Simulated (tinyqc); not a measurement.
Inside a calculation. Model: oxide trap near a transistor channel: two-state multiphonon kinetics, telegraph noise and bias instability. Computed by tinyqc, a small Python program that keeps every step. Command: `OMP_NUM_THREADS=1 python tinyqc.py 3014229 3014230 out.jsonl oxidetrap walk`. One thread of a shared host (Intel(R) Xeon(R) Processor @ 2.30GHz), about 0.01 s of CPU time with the checks. Intermediate numbers are printed to about 6 digits and carried at full precision; extremes and crossings named in words are read from the listed rows.

An n-channel device under positive gate bias. The trap is empty (state 1) or holds an electron (state 2); both states are parabolas of equal curvature, and the electron reservoir is taken at the Fermi level of the channel.

Inputs (values chosen for the exercise, with an insulator like Si3N4 on silicon):
```
quantity,value,unit
insulator constant eps_ox,7.34,-
insulator thickness t_ox,5.5,nm
trap depth x from the interface,2.2,nm
tunnel barrier phi_b,2,eV
tunnelling mass m_ox,0.42,m_0
trap level above E_F at zero field E_t,1.4,eV
relaxation energy E_R,2.5,eV
oxide field F,6.4,MV/cm
attempt rate k_0 at the interface,3e+12,1/s
temperature T,200,K
channel width W,30,nm
channel length L,25,nm
frequency f,100,Hz
stress time t_s,0.2,s
```

Parts treated: one trap.

Constants: hbar^2/(2 m_0) = 3.80998212 eV angstrom^2; k_B = 8.617333262e-05 eV/K; e = 1.602176634e-19 C; eps_0 = 8.8541878128e-12 F/m.

## Tunnelling factor

kappa = sqrt(2 m_ox phi_b)/hbar = sqrt(m_ox phi_b/(hbar^2/2m_0)); attenuation length lambda = 1/(2 kappa); factor exp(-x/lambda) for a rectangular barrier.

kappa = 4.69546 1/nm

attenuation length lambda = 0.106486 nm

tunnelling factor = 1.06528e-09

Caution: a field 1.5 times as high comes near the usual breakdown field of such an insulator. Caution: the field lowers the tunnel barrier appreciably over the trap depth, so the rectangular barrier understates the rate.

## Barriers and time constants

E_21 = E_t - e F x is the energy of state 2 over state 1; barriers E_c = (E_R + E_21)^2/(4 E_R), E_e = E_c - E_21; tau_c = exp(E_c/k_B T)/(k_0 P), tau_e = exp(E_e/k_B T)/(k_0 P), P the tunnelling factor; occupation f_2 = tau_e/(tau_c + tau_e); 1/tau_0 = 1/tau_c + 1/tau_e.

E_21 = -0.008 eV

capture barrier E_c = 0.621006 eV

emission barrier E_e = 0.629006 eV

capture time tau_c = 1.39343e+12 s

emission time tau_e = 2.21655e+12 s

occupation f_2 = 0.614005

tau_0 = 8.55576e+11 s

The two times are within a factor 30 of each other, so the trap switches between both states, though too slowly to see in a usual record. Caution: at this temperature nuclear tunnelling through such barriers shortens the times below these classical values.

## Step height and noise

Charge-sheet step dV = e (t_ox - x)/(eps_ox eps_0 W L); Lorentzian spectrum S(f) = 4 dV^2 tau_0^2/((tau_c + tau_e)(1 + (2 pi f tau_0)^2)); corner 1/(2 pi tau_0); variance dV^2 f_2 (1 - f_2) = dV^2 tau_0/(tau_c + tau_e).

threshold step dV = 10.8472 mV

corner frequency = 1.86021e-13 Hz

S(f) = 3.30241e-22 V^2/Hz

root-mean-square noise = 5.28074 mV

f lies above the corner, on the 1/f^2 tail. Random dopants and current percolation, left out here, spread real steps around this value.

## Stress and recovery of one trap

From the zero-field occupation f(0), f(t) = f_2 + (f(0) - f_2) exp(-t/tau_0) under the field; after t_s the field is removed and f relaxes with the zero-field constants.

occupation at zero field = 5.26687e-36

tau_0 at zero field = 0.350332 s

occupation after stress = 1.43552e-13

half-time of recovery = 0.242832 s

## Bias dependence of the times

The formulas are those given above.

Against field:
```
F (MV/cm),E_21 (eV),tau_c (s),tau_e (s),f_2
0.00,1.4000,6.65161e+34,3.50332e-01,5.26687e-36
1.92,0.9776,9.33686e+26,2.16653e+02,2.32041e-25
3.84,0.5552,1.03916e+20,1.06232e+06,1.02229e-14
5.12,0.2736,7.59557e+15,9.68598e+08,1.27521e-07
6.40,-0.0080,1.39343e+12,2.21655e+12,6.14005e-01
7.68,-0.2896,6.41593e+08,1.27309e+16,1.00000e+00
9.60,-0.7120,3.55925e+04,3.11149e+22,1.00000e+00
```

ln(tau_c/tau_e) falls by e x/k_B T = 12.765 per MV/cm, which measures the depth x if the change of surface potential with bias is left aside. Over these rows tau_c shortens by 30.27 decades and tau_e lengthens by 22.95; the shares differ because E_21 is not small against E_R. The times cross at F = E_t/(e x) = 6.36 MV/cm.

Checks made by the program: detailed balance tau_c/tau_e = exp(E_21/k_B T) (relative difference below 1e-10); the integral of S(f) against the variance (relative difference below 1e-10).
